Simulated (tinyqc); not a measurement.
Debye-Callaway model of lattice thermal conductivity: one step, computed by the program tinyqc. Command: `OMP_NUM_THREADS=1 python tinyqc.py 3018658 3018659 out.jsonl callaway walk`. One thread of a shared host (Intel(R) Xeon(R) Processor @ 2.30GHz), about 0.01 s of CPU time with the checks.

Three acoustic branches with one velocity v, cut at omega_D = k_B Theta/hbar; x = hbar omega/(k_B T). v and Theta are separate inputs: Theta cuts off the heat-carrying modes, so C need not reach 3 k_B/V. gamma is an effective value that sets the umklapp rate. Heat flows along the wire.

Problem. The integrand on a coarse grid. Rates: point defects A omega^4; umklapp B omega^2 T exp(-Theta/(b T)) with B = hbar gamma^2/(M v^2 Theta). Boundaries: v/Lambda_B with Lambda_B = D (1 + p)/(1 - p). x runs in ten equal steps to min(Theta/T, 12); g = x^4 e^x/(e^x - 1)^2; tau_C is the inverse of all rates summed; the last column is c tau_C g with c = (k_B/(2 pi^2 v)) (k_B T/hbar)^3.

Inputs (values chosen for the exercise, modelled on lead telluride):
```
quantity,value,unit
sound velocity v,1790,m/s
Debye temperature Theta,145,K
mean atomic mass M,167.4,u
effective Grueneisen parameter gamma,4.09,-
umklapp exponent divisor b,2,-
wire diameter D,0.052,micrometre
specularity p,0.2,-
temperature T,200,K
```

Sample: wire. Point defects: vacancies. Normal processes: left out.

Rayleigh coefficient A = 1.599142e-42 s^3

Constants: k_B = 1.380649e-23 J/K; hbar = 1.054571817e-34 J s; u = 1.6605390666e-27 kg.

Give: Integrand.

Solution.

Integrand:
```
x,g,tau_C (s),c tau_C g (W/(m K))
0.0725,0.0053,3.353e-11,1.236
0.1450,0.0210,1.973e-11,2.905
0.2175,0.0471,1.159e-11,3.830
0.2900,0.0835,7.252e-12,4.248
0.3625,0.1300,4.826e-12,4.400
0.4350,0.1863,3.372e-12,4.407
0.5075,0.2521,2.448e-12,4.329
0.5800,0.3271,1.830e-12,4.199
0.6525,0.4110,1.400e-12,4.037
0.7250,0.5032,1.092e-12,3.854
```

Among these rows the integrand is largest at x = 0.43.
